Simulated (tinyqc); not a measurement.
Inside a calculation: stepped quantum well by finite differences. Values are carried at full precision from step to step, so a last printed digit may differ when a step is redone from the rounded ones.

Finite differences on points z_i at the centres of cells of width h: H_ii = (c/h^2)(1/m_(i-1/2) + 1/m_(i+1/2)) + V_i, H_(i,i+1) = -(c/h^2)/m_(i+1/2), where m_(i+1/2) is the mean of the masses at the two points (the end values are repeated outwards), psi = 0 on the points beyond both ends, c = hbar^2/2m0. The field adds e F (z - z0) with z0 the middle of the structure; 1 kV/cm = 1e-5 eV/angstrom.

Constants: hbar^2/2m0 = 3.80998211 eV angstrom^2.

Parameters, chosen for this exercise (near those of an InGaAs well in InP; not measured data):
```
symbol  value                                                                              unit      meaning
layers  ((69, 0.257, 0.0787), (46, 0, 0.0409), (115, 0.116, 0.0579), (69, 0.257, 0.0787))            each layer: thickness in angstrom, band edge in eV, mass in m0
F       13                                                                                 kV/cm     field along z
h       23                                                                                 angstrom  cell width of the coarse grid
hf      1.4375                                                                             angstrom  cell width of the fine grid
```

## The coarse grid

List the points, the potential with the field, and the masses.

Grid:
```
i   z (angstrom)   V (eV)  m (m0)
1           11.5   0.2391  0.0787
2           34.5   0.2420  0.0787
3           57.5   0.2450  0.0787
4           80.5  -0.0090  0.0409
5          103.5  -0.0060  0.0409
6          126.5   0.1130  0.0579
7          149.5   0.1160  0.0579
8          172.5   0.1190  0.0579
9          195.5   0.1220  0.0579
10         218.5   0.1250  0.0579
11         241.5   0.2690  0.0787
12         264.5   0.2720  0.0787
13         287.5   0.2749  0.0787
```

## The tridiagonal Hamiltonian

Form the diagonal and the neighbouring elements; V in the grid already includes the field.

diagonal H_ii (eV): [0.4221, 0.4251, 0.4570, 0.2876, 0.3159, 0.3832, 0.3648, 0.3678, 0.3708, 0.3548, 0.4659, 0.4550, 0.4580]

H_(i,i+1) (eV): [-0.0915, -0.0915, -0.1204, -0.1761, -0.1458, -0.1244, -0.1244, -0.1244, -0.1244, -0.1054, -0.0915, -0.0915]

## Lowest levels on the coarse grid

Diagonalise the symmetric tridiagonal matrix; give the three lowest levels and the weights u_i^2 (sum 1) of the two lowest.

levels (eV): [0.0639, 0.1514, 0.2235]

weights on the points:
```
             1      2      3      4      5      6      7      8      9     10     11     12
level 1  0.000  0.003  0.040  0.370  0.405  0.133  0.037  0.010  0.002  0.001  0.000  0.000
level 2  0.000  0.001  0.009  0.048  0.011  0.022  0.158  0.284  0.281  0.161  0.022  0.002

            13
level 1  0.000
level 2  0.000
```

## Halving the cell width

The same with h, h/2, ..., h/32. The end points move with h, since psi vanishes half a cell beyond the structure. Richardson value (4 E(h/32) - E(h/16))/3.

Convergence:
```
cell (angstrom)  points  E1 (eV)  E2 (eV)  E1 - finest (meV)
23.0000              13  0.06391  0.15141             -9.270
11.5000              26  0.07067  0.15386             -2.511
5.7500               52  0.07255  0.15455             -0.636
2.8750              104  0.07303  0.15473             -0.153
1.4375              208  0.07315  0.15478             -0.031
0.7188              416  0.07318  0.15479              0.000
```

Richardson values of E1, E2 (eV): [0.07319, 0.15479]

The coarse grid is 9.3 meV too low in E1. The last differences between rows shrink by a factor 4.0 (4 for a pure h^2 error, 2 for one linear in h).

## Positions and dipoles on the fine grid

With h sum psi^2 = 1: <z - z0> of three levels, |z_12| and |z_13|, the mass m1 from 1/m1 = <1|1/m|1>, and f_1j = (m1/c)(E_j - E_1) z_1j^2.

levels (eV): [0.0732, 0.1548, 0.2342]

<z - z0> (angstrom): [-48.5, 26.5, 15.7]

|z_12|, |z_13| (angstrom): [18.60, 12.81]

m1 = 0.0458 m0

f_12, f_13: [0.339, 0.317]

Parity is broken, so the 1-3 transition is allowed, with 0.94 times the strength of 1-2. E2 - E1 = 81.6 meV, a wavelength of 15.2 micrometre (hc = 1239.841984 eV nm).

## Checks

- E1 at zero field on the grid h/32 against transfer matrices between the same hard ends, eV: both 0.0794.

(tinyqc, `OMP_NUM_THREADS=1 python tinyqc.py 1250873 1250874 out.jsonl`, Intel(R) Xeon(R) Processor @ 2.30GHz, 1 thread, shared host, about 0.01 s.)
